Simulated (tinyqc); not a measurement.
Worked calculation: configuration-coordinate model of carrier capture at a defect. Values are carried at full precision from step to step, so a last printed digit may differ when a step is redone from the rounded ones.

Two parabolas of equal curvature k in one coordinate Q: with the carrier free at the band edge, U_f = k Q^2/2; with the carrier trapped, U_t = k (Q - dQ)^2/2 - ET. ER = k dQ^2/2, Huang-Rhys factor S = ER/hw, hw = 0.0646541 sqrt(k/M) eV for k in eV/angstrom^2 and M in u. The curves cross at a height Eb = (ER - ET)^2/(4 ER) above the free minimum.

Constants: kB = 8.617333262e-05 eV/K.

Inputs chosen for the exercise (of the size met at a DX centre in AlGaAs; the results hold for these values, not for the real material):
- ET = 0.19 eV (thermal depth of the level below the band edge)
- ER = 1 eV (relaxation energy)
- hw = 0.014 eV (phonon energy of the mode)
- M = 28 u (mass of the mode)
- T = 350 K (temperature)
- nu = 1e+12 1/s (attempt rate)

## The two parabolas

Form S, k, dQ, the crossing point Qc = (ER - ET)/(k dQ), Eb, and the emission barrier Eb + ET.

S = 71.429
k = 1.3129 eV/angstrom^2
dQ = 1.2343 angstrom
Qc = 0.4999 angstrom

barriers (eV): capture 0.1640, emission 0.3540

ER > ET: the crossing lies between the two minima (large relaxation); at Q = 0 the trapped level lies above the band edge.

## Optical transitions

Vertical ionisation from the trapped minimum costs ET + ER; vertical capture from the free minimum releases ET - ER (none if negative); the band has a standard deviation sqrt(S hw^2 coth(hw/2kT)) with S = ER/hw, and a full width 2.35482 times that.

energies (eV): ionisation peak 1.190, zero-phonon 0.190, emission peak -0.810

coth(hw/2kT) = 4.3858
standard deviation = 0.2478 eV
full width = 0.5835 eV

Vertical capture would need energy: there is no luminescence peak (at most a tail of the broadened line), and a carrier freed by light must cross the barrier Eb to return or tunnel through it; where tunnelling is slow this gives persistent photoconductivity at low temperature. The optical peak exceeds the thermal depth by a factor 6.26.

## The multiphonon factor

Multiphonon factor for giving p = ET/hw phonons to the lattice: W = exp(-S (2 nb + 1)) ((nb + 1)/nb)^(p/2) I_p(x), nb = 1/(exp(hw/kT) - 1), x = 2 S sqrt(nb (nb + 1)), I_p the modified Bessel function. Classical limit: W = hw exp(-Eb/kT)/sqrt(4 pi ER kT). At T = 0: exp(-S) S^p/Gamma(p + 1).

Form p, nb, x and ln W, the classical ln W, and the capture time 1/(nu W).

p, nb, x: 13.5714  1.6929  305.0162

ln W: quantum -9.183, classical -9.222

capture time = 9.73e-09 s

The quantum factor is 1.04 times the classical one at kT/hw = 2.15: the two agree.

## Emission by detailed balance

For equal degeneracies and one band-edge state, emission time = capture time x exp(ET/kT).

ET/kT = 6.300
log10 of the emission time in s = -5.28

## Checks

- Ln W for the nearest whole p against the double Poisson sum over emitted and absorbed phonons: both -9.10314.

Program tinyqc; command `OMP_NUM_THREADS=1 python tinyqc.py 1480978 1480979 out.jsonl`; about 0.01 s on one thread of a shared Intel(R) Xeon(R) Processor @ 2.30GHz.
